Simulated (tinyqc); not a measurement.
# Electron density from the centroid

Inverse problem. In the Fang-Howard model the centroid is 3/b with b^3 = 6 (mz1/C) q (Nd + 11 Ns/32)/(eps0 eps_r), C = hbar^2/(2 m0), the field in eV/nm. Find b and Ns.

Values chosen for this exercise; masses and permittivity close to those of 4H silicon carbide (0001):
```
symbol,value,unit,meaning
eps_r,9.85,,relative permittivity
mz1,0.335,m0,mass along z of valley set A (3 valley(s))
Nd,1e12,cm^-2,sheet density of depletion charge
```

Constants: q = 1.602176634e-19 C, hbar = 1.054571817e-34 J s, m0 = 9.1093837015e-31 kg, eps0 = 8.8541878128e-14 F/cm where lengths are in cm, hbar^2/(2 m0) = 0.0380998212 eV nm^2. Results are converted to the units shown.

centroid = 2.0875155 nm

Solution. b = 3/centroid gives Nd + 11 Ns/32, from which the depletion charge is taken off.

b = 1.437 1/nm
Ns = 6.000e12 cm^-2

tinyqc, about 0.6 s, one thread, Intel Xeon 2.30GHz (shared host): `OMP_NUM_THREADS=1 python tinyqc.py 2160025 2160026 out.jsonl`
